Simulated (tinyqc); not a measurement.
Sweep of a uniaxial [100] stress: six-band Luttinger-Kohn model with strain.

Six-band Luttinger-Kohn model in the basis |3/2,3/2>, |3/2,1/2>, |3/2,-1/2>, |3/2,-3/2>, |1/2,1/2>, |1/2,-1/2>, electron energies, zero at the top of the unstrained valence band. H = -[rows: (P+Q, -S, R, 0, -S/r2, r2 R); (-S*, P-Q, 0, R, -r2 Q, r32 S); (R*, 0, P-Q, S, r32 S*, r2 Q); (0, R*, S*, P+Q, -r2 R*, -S*/r2); (-S*/r2, -r2 Q, r32 S, -r2 R, P+Dso, 0); (r2 R*, r32 S*, r2 Q, -S/r2, 0, P+Dso)], r2 = sqrt(2), r32 = sqrt(3/2). Levels are twofold.

P = c g1 k^2 - av tr(e); Q = c g2 (kx^2 + ky^2 - 2 kz^2) - (b/2)(exx + eyy - 2 ezz); R = c sqrt3 [-g2 (kx^2 - ky^2) + 2i g3 kx ky] + (sqrt3/2) b (exx - eyy) - i d exy; S = 2 c sqrt3 g3 (kx - i ky) kz - d (exz - i eyz); c = hbar^2/2m0, e the strain tensor (not engineering shear).

s11 = (C11 + C12)/((C11 - C12)(C11 + 2 C12)), s12 = -C12/((C11 - C12)(C11 + 2 C12)), s44 = 1/C44; exx = s11 sxx + s12 (syy + szz) and cyclic, exy = s44 sxy/2; tension is positive. A uniaxial stress X along the unit vector n is s_ij = X n_i n_j.

Constants: hbar^2/2m0 = 3.80998211 eV angstrom^2.

Parameters, chosen for this exercise (near those of Si; not measured data):

| symbol | value | unit | meaning |
|---|---|---|---|
| Dso | 0.046 | eV | spin-orbit splitting |
| g1 | 4.26 |  | Luttinger gamma1 |
| g2 | 0.34 |  | gamma2 |
| g3 | 1.46 |  | gamma3 |
| av | 2.35 | eV | valence hydrostatic potential |
| b | -2.1 | eV | tetragonal shear potential |
| d | -4.97 | eV | trigonal shear potential |
| C11 | 174 | GPa |  |
| C12 | 60.8 | GPa |  |
| C44 | 81.7 | GPa |  |
| load | uniaxial [100] |  | kind of stress |

Edges at k = 0 and curvature masses of the top pair along [110] and [001] (step 0.0002 1/angstrom); at zero stress the top is fourfold and has no single curvature.

Edges and masses:

| X (GPa) | top (eV) | second (eV) | third (eV) | splitting (meV) | m [110] | m [001] |
|---|---|---|---|---|---|---|
| -1.50 | 0.0329 | -0.0398 | -0.0750 | 72.7 | 0.218 | 0.276 |
| -1.00 | 0.0199 | -0.0265 | -0.0633 | 46.4 | 0.219 | 0.274 |
| -0.50 | 0.0083 | -0.0133 | -0.0529 | 21.5 | 0.221 | 0.268 |
| 0.00 | 0.0000 | 0.0000 | -0.0460 | 0.0 | - | - |
| 0.50 | 0.0133 | -0.0011 | -0.0462 | 14.3 | 0.245 | 0.217 |
| 1.00 | 0.0265 | 0.0053 | -0.0539 | 21.2 | 0.245 | 0.217 |
| 1.50 | 0.0398 | 0.0154 | -0.0654 | 24.4 | 0.244 | 0.217 |

The splitting reaches 72.7 meV under compression and 24.4 meV under the same tension; linear shear terms alone would make the two equal, and the difference comes from the coupling to the split-off band. At the ends of the sweep the top pair has a mass along [110] of 0.218 under compression and 0.244 under tension, so compression gives the lighter holes along [110]; along [001] it has 0.276 and 0.217. The top edge itself moves by +33 and +40 meV.

Computed by tinyqc, a small Python program: `OMP_NUM_THREADS=1 python tinyqc.py 1080048 1080049 out.jsonl` (the numbers bound the seed that draws the inputs); one thread of a shared host (Intel(R) Xeon(R) Processor @ 2.30GHz), about 0.1 s for the whole set of steps.
